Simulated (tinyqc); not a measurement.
Deep-level transient spectroscopy: two steps of the calculation.

Schottky contact on an n-type layer with shallow donors Nd (all ionised) and a donor-like deep trap, neutral when filled and positive when empty; depletion approximation. Traps within lam of the depletion edge stay filled. A long pulse to Vp fills the traps beyond x1 = Wp - lam; back at Vr those between x1 and x2 = Wr - lam emit. A rate window reads S = C(t2) - C(t1).

Inputs (values chosen for the exercise); material values close to those of gallium nitride:

| symbol | value | unit | meaning |
|---|---|---|---|
| eps_r | 9.44 |  | relative permittivity |
| Nc | 2.32e18 | cm^-3 | conduction-band density of states at 300 K |
| Nd | 1.1e15 | cm^-3 | shallow donor density |
| Vbi | 1.42 | V | built-in voltage |
| Et | 0.35 | eV | depth of the trap below the conduction edge |
| Nt | 9.9e12 | cm^-3 | trap density |
| Vr | 8 | V | reverse bias |
| Vp | 0 | V | reverse bias during the filling pulse |
| T | 171 | K | temperature of the transient |
| F | 50 | kV/cm | field at the trap |

Constants: q = 1.602176634e-19 C, kB = 1.380649e-23 J/K, eps0 = 8.8541878128e-14 F/cm where lengths are in cm. Results are converted to the units shown.

Problem 1. Widths. lam = sqrt(2 eps0 eps_r (EF - ET)/(q Nd)), EF - ET = Et - (kB T/q) ln(Nc(T)/Nd), Nc(T) = Nc (T/300 K)^1.5. In the steady state at the band bending V, 2 eps0 eps_r V/q = Nd W^2 + Nt (W - lam)^2 (the second term only if W > lam). V = Vbi + Vr gives Wr and V = Vbi + Vp gives Wp; x1 = max(Wp - lam, 0).

Give: lam; Wr; Wp; x1; x2; G = (x2^2 - x1^2)/Wr^2.

Solution 1.

lam = 486.6 nm
Wr = 2980 nm
Wp = 1159 nm
x1 = 672.2 nm
x2 = 2493 nm
G = (x2^2 - x1^2)/Wr^2 = 0.6492

Problem 2. Poole-Frenkel lowering. A Coulomb centre of charge +q (when empty) in the field F lowers its barrier by dE = sqrt(q F/(pi eps0 eps_r)) along the field. One-dimensional rate: en exp(b), b = dE/kB T; three-dimensional (Hartke): en {[1 + (b - 1) exp(b)]/b^2 + 1/2}.

en = 15.170349 1/s

Wanted: dE; b; rate, one-dimensional; rate, three-dimensional.

Solution 2.

dE = 55.23 meV
b = 3.748
rate, one-dimensional = 644.0 1/s
rate, three-dimensional = 134.6 1/s

tinyqc, about 0.01 s, one thread, Intel Xeon 2.30GHz (shared host): `OMP_NUM_THREADS=1 python tinyqc.py 2050168 2050169 out.jsonl`
